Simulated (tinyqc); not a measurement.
Hubbard chain of 4 sites, step by step. One step of it, computed by the program tinyqc.

Problem. Mean-field iteration 2. H(up) = T + U n(down), H(down) = T + U n(up); fill the lowest levels; n(new) = n + mixing (n(out) - n); E = tr T (rho up + rho down) + U sum n_up n_down of the output.

one-body matrix (hopping and site energies) (eV), lower triangle:
```
           1          2          3         4
1   0.000000
2  -0.810000   0.000000
3   0.000000  -0.810000   0.000000
4   0.000000   0.000000  -0.810000  0.000000
```

U = 1.300000 eV

electrons, up and down: 2  2

mixing = 1

n(up) after iteration 1: 1 0.831221, 2 0.247531, 3 0.752469, 4 0.168779

n(down) after iteration 1: 1 0.168779, 2 0.752469, 3 0.247531, 4 0.831221

Give: levels, up; levels, down; energy; n(up) after iteration 2; n(down) after iteration 2.

Solution.

levels, up (eV): -0.7111  0.0105  1.2895  2.0111

levels, down (eV): -0.7111  0.0105  1.2895  2.0111

energy = -2.2753 eV

n(up) after iteration 2: 1 0.7639, 2 0.3194, 3 0.6806, 4 0.2361

n(down) after iteration 2: 1 0.2361, 2 0.6806, 3 0.3194, 4 0.7639
